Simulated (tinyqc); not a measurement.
Atomic layer deposition: Langmuir saturation, growth per cycle and coating of deep features. Inputs raised by 2 %, one at a time. Computed by tinyqc, a small Python program. Command: `OMP_NUM_THREADS=1 python tinyqc.py 3016040 3016041 out.jsonl ald sens`. One thread of a shared host (Intel(R) Xeon(R) Processor @ 2.30GHz), about 0.06 s of CPU time with the checks.

Precursor A sticks only on free sites, so a long enough pulse saturates; co-reactant B then frees the sites again.

Inputs (values chosen for the exercise, modelled on hafnium oxide from an amide and water):
```
quantity                                 value      unit
precursor mass M                           411         u
site density q                             2.6    1/nm^2
growth per cycle at saturation G          0.95  angstrom
sticking probability beta on free sites   0.03         -
precursor pressure p                      0.53        Pa
temperature T                              200         C
pulse time t                             0.023         s
co-reactant completion per pulse c_B     0.999         -
desorption energy E_d                     1.56        eV
purge time t_p                             7.4         s
aspect ratio a                              24         -
```

Feature: round hole.

Constants: u = 1.6605390666e-27 kg; k_B = 1.380649e-23 J/K; k_B = 8.617333262e-05 eV/K.

Method:
- Wall flux F = p/sqrt(2 pi M k_B T); rate of filling k_a = beta F/q; desorption k_d = 1e13 exp(-E_d/(k_B T)) per second. 1/m^2 = 1e-18/nm^2.
- Temperatures in kelvin are T(C) + 273.15.
- One cycle from coverage th0: pulse A gives th1 = th_s + (th0 - th_s) exp(-(k_a + k_d) t), th_s = k_a/(k_a + k_d); the purge leaves th2 = th1 exp(-k_d t_p); pulse B converts c_B th2 into film and leaves th3 = (1 - c_B) th2. Growth = G c_B th2.
- The periodic state has th0 = th3: th0 = (1 - c_B) e_p th_s (1 - e_a)/(1 - (1 - c_B) e_p e_a), with e_a = exp(-(k_a + k_d) t), e_p = exp(-k_d t_p).
- Share of impinging molecules used = q (th1 - th0)/(F t).
- Diffusion-limited filling (Gordon) of a round hole of diameter w: a saturation front at depth z needs dz/dt = D_K n/(z (4q/w)), with Knudsen D_K = w c/3 and F = n c/4; including the entrance and floor terms, t = (q/F)(1 + 19a/4 + 3a^2/2). Reaction-limited filling needs ln(100)/k_a at any depth, k_a = beta F/q. Flow is molecular. The front picture holds when the modulus a sqrt(beta) is well above 1.
- Depth reached by the given pulse: solve the same formula for a. Exposure = p x diffusion-limited time; 1 langmuir = 1.33322e-4 Pa s.

Runs; columns: (1) input moved; (2) from; (3) to; (4) diffusion-limited time (s); (5) aspect ratio reached by the front in time t; (6) time to 99 % without desorption, ln(100)/k_a (s); (7) share of impinging molecules used:
```
(1)                                            (2)      (3)      (4)     (5)      (6)       (7)
base run                                         -        -  0.80382  2.9461  0.12604  0.020281
sticking probability beta on free sites       0.03   0.0306  0.80382  2.9461  0.12357  0.020538
precursor pressure p (Pa)                     0.53   0.5406  0.78805  2.9871  0.12357  0.020135
pulse time t (s)                             0.023  0.02346  0.80382  2.9871  0.12604  0.020135
aspect ratio a                                  24    24.48  0.83435  2.9461  0.12604  0.020281
precursor mass M (u)                           411   419.22  0.81181  2.9257  0.12729  0.020354
purge time t_p (s)                             7.4    7.548  0.80382  2.9461  0.12604  0.020281
growth per cycle at saturation G (angstrom)   0.95    0.969  0.80382  2.9461  0.12604  0.020281
```

Exponents ln(y'/y) / ln(x'/x); columns: (1) input; (2) diffusion-limited time; (3) aspect ratio reached by the front in time t; (4) time to 99 % without desorption, ln(100)/k_a; (5) share of impinging molecules used:
```
(1)                                         (2)     (3)   (4)     (5)
sticking probability beta on free sites   0.000   0.000  -1.0   0.635
precursor pressure p                     -1.000   0.699  -1.0  -0.365
pulse time t                              0.000   0.699   0.0  -0.365
aspect ratio a                            1.883   0.000   0.0   0.000
precursor mass M                          0.500  -0.350   0.5   0.180
purge time t_p                            0.000   0.000   0.0   0.000
growth per cycle at saturation G          0.000   0.000   0.0   0.000
```

Among the inputs moved here: diffusion-limited time answers most in size to aspect ratio a (exponent +1.883), next to precursor pressure p (-1.000); its exponent is below 0.0005 for sticking probability beta on free sites, pulse time t, purge time t_p, growth per cycle at saturation G. Its exponent 0.000 in sticking probability beta on free sites: a diffusion-limited front does not depend on the sticking probability. Its exponent +0.500 in precursor mass M: heavier molecules are slower. Aspect ratio reached by the front in time t answers most in size to precursor pressure p (exponent +0.699), and about equally to pulse time t (+0.699); its exponent is below 0.0005 for sticking probability beta on free sites, aspect ratio a, purge time t_p, growth per cycle at saturation G. time to 99 % without desorption, ln(100)/k_a answers most in size to sticking probability beta on free sites (exponent -1.000), and about equally to precursor pressure p (-1.000); its exponent is below 0.0005 for pulse time t, aspect ratio a, purge time t_p, growth per cycle at saturation G. Its exponent -1.000 in sticking probability beta on free sites: reaction-limited filling. Share of impinging molecules used answers most in size to sticking probability beta on free sites (exponent +0.635), next to precursor pressure p (-0.365); its exponent is below 0.0005 for aspect ratio a, purge time t_p, growth per cycle at saturation G.

Caution (all rows): the pulse is shorter than ln(100)/k_a, so even the open surface is not saturated and the depth reached has no meaning. Caution (all rows): the depth reached is formal here: it is under 2/sqrt(beta), so no sharp front has formed.
